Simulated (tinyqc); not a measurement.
Electromigration in a confined line: Blech product, Korhonen stress evolution and Black's law: one step, computed by the program tinyqc. Command: `OMP_NUM_THREADS=1 python tinyqc.py 3017968 3017969 out.jsonl emigr walk`. One thread of a shared host (Intel(R) Xeon(R) Processor @ 2.30GHz), about 0.01 s of CPU time with the checks.

The electron wind pushes atoms from the cathode (x = 0) to the anode (x = L); blocking ends build a back stress (tension positive). The input rho is taken not to change with temperature. d sigma/dt = d/dx [kappa (d sigma/dx + G)], with zero flux at both ends and sigma = sigma_0 at t = 0.

Question. Stress along the line. sigma(x, t) = sigma_0 + G L [1/2 - x/L - 4 sum_(m odd) cos(m pi x/L) exp(-m^2 pi^2 s)/(m pi)^2], s = t/tau, summed to m = 399. Steady state: sigma_0 + G L (1/2 - x/L). Take x/L = 0, 0.1, 0.2, 0.3, 0.4, 0.6, 0.8 and 1.

Inputs (values chosen for the exercise, close to those used for copper lines):
```
quantity                             value  unit
critical stress sigma_c                150   MPa
initial stress sigma_0                  20   MPa
line length L                          110    um
test temperature T                     330     C
time as a fraction of L^2/kappa, s  0.0094     -
```

Start: thermal stress.

stress gradient G = 4.828852 MPa/um

Give: Stress (MPa).

Answer.

Stress (MPa):
```
x/L  at time s  steady state
0.0      78.11         285.6
0.1      39.80         232.5
0.2      24.69         179.4
0.3      20.74         126.2
0.4      20.07          73.1
0.6      19.93         -33.1
0.8      15.31        -139.4
1.0     -38.11        -245.6
```

Caution: stresses above sigma_c are formal, since a void forms first.
